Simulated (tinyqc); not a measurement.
# Metal gate on a two-layer dielectric stack with fixed charge and a dipole: what changes with what

Gate, layer 2, layer 1, p-type semiconductor; x runs from the gate inwards. Charges are counted in units of +q. psi is the band bending at the surface, positive towards inversion. Classical charge, Boltzmann statistics, no interface traps.

Inputs (values chosen for the exercise); band and dielectric values close to those of silicon, layer 1 close to silicon dioxide, layer 2 close to hafnium oxide: temperature T = 350 K; band gap Eg = 1.12 eV; relative permittivity eps_r = 11.7; conduction-band density of states at T Nc = 3.47e19 cm^-3; valence-band density of states at T Nv = 3.38e19 cm^-3; electron affinity chi = 4.11 eV; acceptor density Na = 2.7e18 cm^-3; work function of the gate metal pM = 4.92 eV; thickness of layer 1, next to the semiconductor t1 = 0.4 nm; relative permittivity of layer 1 e1 = 4.02; thickness of layer 2, next to the gate t2 = 4.1 nm; relative permittivity of layer 2 e2 = 22.3; fixed charge at the semiconductor interface Q1 = 2.3e11 cm^-2; fixed charge between the layers Q2 = 2e11 cm^-2; uniform charge density in layer 1 r1 = 0 cm^-3; uniform charge density in layer 2 r2 = 0 cm^-3; flat-band shift by a dipole layer between the layers Vd = 0.15 V.

Constants: q = 1.602176634e-19 C, kB = 1.380649e-23 J/K, Vt = kB T/q, eps0 = 8.8541878128e-14 F/cm where lengths are in cm. Results are converted to the units shown.

Each table varies one quantity; the others keep the values above.

## Flat band against the thickness t1

EOT = 3.9 (t1/e1 + t2/e2), Cox = eps0/(t1/e1 + t2/e2); phi_ms = pM - (chi + Eg - Vt ln(Nv/Na)). Vfb = phi_ms + Vd - (q/eps0) [Q1 (t1/e1 + t2/e2) + Q2 t2/e2 + r1 (t1^2/(2 e1) + t1 t2/e2) + r2 t2^2/(2 e2)]: each charge counts with its electrical distance from the gate. ni = sqrt(Nc Nv) exp(-Eg/(2 Vt)), Eg in volts, pB = Vt ln(Na/ni), Vth = Vfb + 2 pB + sqrt(4 q eps0 eps_r Na pB)/Cox.

Result of one run:
```
t1 (nm)  EOT (nm)  Vfb (V)  Vth (V)
2.5         3.142  -0.1240    1.690
```

What becomes of these results when the thickness of layer 1, next to the semiconductor t1 is changed from 2.5 to 4 nm, all else the same?

Result of the changed run:
```
t1 (nm)  EOT (nm)  Vfb (V)  Vth (V)
4           4.598  -0.1395    2.067
```

The whole series:
```
t1 (nm)  EOT (nm)  Vfb (V)  Vth (V)
0.5         1.202  -0.1033    1.188
1           1.687  -0.1084    1.313
1.5         2.172  -0.1136    1.439
2           2.657  -0.1188    1.564
2.5         3.142  -0.1240    1.690
3           3.627  -0.1291    1.815
3.5         4.113  -0.1343    1.941
4           4.598  -0.1395    2.067
```

Vfb falls from -0.103 to -0.139 V and Vth rises from 1.19 to 2.07 V. The slope dVfb/dEOT is -10.7 mV/nm between the first two rows and -10.7 between the last two: a straight line, set by the charge below the growing layer, which reads as 2.30e11 cm^-2. A line through the end rows meets EOT = 0 at -0.0904 V, against phi_ms + Vd = -0.0838 V; an effective work function read from it is off by 143 mV from pM.

## Flat band against the thickness t2

Same model as above.

Flat band against the thickness t2:
```
t2 (nm)  EOT (nm)    Vfb (V)  Vth (V)
1         0.56295  -0.091408   1.0271
2         0.73784  -0.094897   1.0708
3         0.91272  -0.098386   1.1144
4          1.0876   -0.10188   1.1581
5          1.2625   -0.10536   1.2017
6          1.4374   -0.10885   1.2454
7          1.6123   -0.11234   1.2890
8          1.7872   -0.11583   1.3327
```

What does the table show?

Vfb falls from -0.0914 to -0.116 V and Vth rises from 1.03 to 1.33 V. The slope dVfb/dEOT is -20.0 mV/nm between the first two rows and -20.0 between the last two: a straight line, set by the charge below the growing layer, which reads as 4.30e11 cm^-2. A line through the end rows meets EOT = 0 at -0.0802 V, against phi_ms + Vd = -0.0838 V; an effective work function read from it is off by 154 mV from pM.

tinyqc, about 0.01 s, one thread, Intel Xeon 2.30GHz (shared host): `OMP_NUM_THREADS=1 python tinyqc.py 2010003 2010004 out.jsonl`
